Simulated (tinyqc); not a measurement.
What moves the results: six-band Luttinger-Kohn model with strain. A value that a table varies takes the place of the one given here.

Six-band Luttinger-Kohn model in the basis |3/2,3/2>, |3/2,1/2>, |3/2,-1/2>, |3/2,-3/2>, |1/2,1/2>, |1/2,-1/2>, electron energies, zero at the top of the unstrained valence band. H = -[rows: (P+Q, -S, R, 0, -S/r2, r2 R); (-S*, P-Q, 0, R, -r2 Q, r32 S); (R*, 0, P-Q, S, r32 S*, r2 Q); (0, R*, S*, P+Q, -r2 R*, -S*/r2); (-S*/r2, -r2 Q, r32 S, -r2 R, P+Dso, 0); (r2 R*, r32 S*, r2 Q, -S/r2, 0, P+Dso)], r2 = sqrt(2), r32 = sqrt(3/2). Levels are twofold.

P = c g1 k^2 - av tr(e); Q = c g2 (kx^2 + ky^2 - 2 kz^2) - (b/2)(exx + eyy - 2 ezz); R = c sqrt3 [-g2 (kx^2 - ky^2) + 2i g3 kx ky] + (sqrt3/2) b (exx - eyy) - i d exy; S = 2 c sqrt3 g3 (kx - i ky) kz - d (exz - i eyz); c = hbar^2/2m0, e the strain tensor (not engineering shear).

s11 = (C11 + C12)/((C11 - C12)(C11 + 2 C12)), s12 = -C12/((C11 - C12)(C11 + 2 C12)), s44 = 1/C44; exx = s11 sxx + s12 (syy + szz) and cyclic, exy = s44 sxy/2; tension is positive. A uniaxial stress X along the unit vector n is s_ij = X n_i n_j.

Constants: hbar^2/2m0 = 3.80998211 eV angstrom^2.

Values chosen for the exercise (near those of GaSb; shifted at random, so the results belong to these values and not to a real crystal):
```
symbol  value           unit  meaning
Dso     0.782           eV    spin-orbit splitting
g1      13.36                 Luttinger gamma1
g2      4.72                  gamma2
g3      6.02                  gamma3
av      0.82            eV    valence hydrostatic potential
b       -1.94           eV    tetragonal shear potential
d       -4.79           eV    trigonal shear potential
C11     87.6            GPa
C12     40              GPa
C44     42.2            GPa
load    uniaxial [001]        kind of stress
X1      1               GPa   size of the stress
E_h     25              meV   hole energy below the top
X       2.36            GPa   stress
```

## Sweep of a uniaxial [001] stress

Edges at k = 0 and curvature masses of the top pair along [110] and [001] (step 0.0002 1/angstrom); at zero stress the top is fourfold and has no single curvature.

Edges and masses:
```
X (GPa),top (eV),second (eV),third (eV),splitting (meV),m [110],m [001]
-3.00,0.1395,-0.1369,-0.8286,276.5,0.156,0.037
-2.00,0.0869,-0.0913,-0.8069,178.1,0.143,0.038
-1.00,0.0399,-0.0456,-0.7909,85.5,0.129,0.041
0.00,0.0000,0.0000,-0.7820,0.0,-,-
1.00,0.0456,-0.0314,-0.7816,77.1,0.055,0.255
2.00,0.0913,-0.0532,-0.7907,144.5,0.055,0.255
3.00,0.1369,-0.0650,-0.8099,202.0,0.055,0.255
```

The splitting reaches 276.5 meV under compression and 202.0 meV under the same tension; linear shear terms alone would make the two equal, and the difference comes from the coupling to the split-off band. At the ends of the sweep the top pair has a mass along [110] of 0.156 under compression and 0.055 under tension, so tension gives the lighter holes along [110]; along [001] it has 0.037 and 0.255. The top edge itself moves by +140 and +137 meV. The ends of the sweep mean strains up to 4.8 %, beyond the range of linear deformation potentials.

## Which stress helps holes along [110]

Each load has size X1 (biaxial: sxx = syy); masses are curvatures of the top pair at k = 0.

Results:
```
load,splitting (meV),top edge (meV),m [110],m [001]
"uniaxial [110], compression",72.7,33.0,0.038,0.138
"uniaxial [110], tension",66.8,39.9,0.458,0.052
"uniaxial [100], compression",85.5,39.9,0.062,0.129
"uniaxial [100], tension",77.1,45.6,0.091,0.055
"uniaxial [111], compression",68.2,30.5,0.049,0.075
"uniaxial [111], tension",62.7,37.7,0.136,0.075
"biaxial (001), compression",77.1,31.0,0.055,0.255
"biaxial (001), tension",85.5,54.6,0.129,0.041
```

The lightest mass along [110] (0.038) comes with uniaxial [110], compression. The largest splitting (85.5 meV) comes with uniaxial [100], compression; biaxial (001), tension. The heaviest mass along [001] (0.255), which lowers the confinement energy in a (001) channel, comes with biaxial (001), compression. The splitting per GPa follows b (s11 - s12) for loads along cube axes and d s44 for [111]: here 2 |b| (s11 - s12) = 81.5 and |d| s44/sqrt3 = 65.5 meV per GPa in the limit of large Dso; where the splitting nears Dso, mixing with the split-off band makes it depend on the sign of the load.

## Warping of the constant-energy contours (six-band Luttinger-Kohn model)

No strain (e = 0). In the plane kz = 0, |k| where the top and second pairs lie E_h below the top, against the angle from [100]; m = c k^2/E_h.

Contours:
```
angle (degrees),k top (1/angstrom),k second (1/angstrom),m top (m0),m second (m0)
0,0.0409,0.0171,0.255,0.044
9,0.0421,0.0170,0.270,0.044
18,0.0455,0.0168,0.315,0.043
27,0.0509,0.0166,0.395,0.042
36,0.0571,0.0164,0.496,0.041
45,0.0601,0.0164,0.551,0.041
```

The heavy contour reaches 1.470 times as far along [110] as along [100], the light one 0.960 times. The warping follows g3 - g2 = 1.30 and would vanish for g2 = g3. Along [100] the heavy mass is 1/(g1 - 2 g2) = 0.255 at any energy, while the light one is 0.0444, against 1/(g1 + 2 g2) = 0.0439 at the edge, for E_h/Dso = 0.03.

## What each parameter does

Edges at k = 0 under a uniaxial [001] stress X and the curvature mass of the top pair along [110] (step 0.0002 1/angstrom). Each row changes one parameter from the base and keeps the others.

Results:
```
case,top (eV),second (eV),third (eV),mass (m0)
base,0.1077,-0.0586,-0.7964,0.055
C12 = 48 GPa,0.1262,-0.0671,-0.8094,0.055
g3 = 4.816,0.1077,-0.0586,-0.7964,0.055
d = -5.748 eV,0.1077,-0.0586,-0.7964,0.055
Dso = 0.626 eV,0.1077,-0.0518,-0.6473,0.055
C11 = 105.12 GPa,0.0808,-0.0462,-0.7852,0.055
g2 = 3.776,0.1077,-0.0586,-0.7964,0.058
C44 = 33.76 GPa,0.1077,-0.0586,-0.7964,0.055
```

The largest shifts from the base row, up to three for each result and ties (the steps differ in size, so this ranks the rows, not the parameters). top (eV): C11 -0.0270, C12 +0.0184; unchanged at the printed digits by g3, d, Dso, g2 and C44. second (eV): C11 +0.0124, C12 -0.0085, Dso +0.0069; unchanged at the printed digits by g3, d, g2 and C44. third (eV): Dso +0.1491, C12 -0.0130, C11 +0.0113; unchanged at the printed digits by g3, d, g2 and C44. mass (m0): g2 +0.003; unchanged at the printed digits by C12, g3, d, Dso, C11 and C44. The Luttinger parameters multiply k^2 and cannot move the edges; av shifts all edges alike and leaves the mass.

tinyqc: `OMP_NUM_THREADS=1 python tinyqc.py 1080913 1080914 out.jsonl`; about 0.06 s, one thread, shared Intel(R) Xeon(R) Processor @ 2.30GHz.
